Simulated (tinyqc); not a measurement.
Inside a calculation. Method: coupled-perturbed Hartree-Fock on RHF in the sto-3g basis, for BeH2, spin multiplicity 1. One step of it, computed by the program tinyqc.

Question. Response to a field: uncoupled start. Field along y; U_ai = -mu_ai / (e_a - e_i), alpha = -4 sum U_ai mu_ai.

orbital energies (hartree): MO1 -4.532992, MO2 -0.419625, MO3 -0.375433, MO4 0.212475, MO5 0.213791, MO6 0.360603, MO7 0.707964

dipole integrals <a|y|i> (bohr):
```
           i1         i2         i3
a4   0.000336   0.009337   0.100566
a5   0.000000   0.000000   0.000000
a6  -0.006743  -0.126260  -1.341266
a7   0.135957  -0.690333   0.047358
```

Give: uncoupled U; uncoupled polarisability.

Answer.

uncoupled U:
```
         i1       i2       i3
a4  -0.0001  -0.0148  -0.1711
a5   0.0000   0.0000   0.0000
a6   0.0014   0.1618   1.8223
a7  -0.0259   0.6122  -0.0437
```

uncoupled polarisability = 11.6407 bohr^3
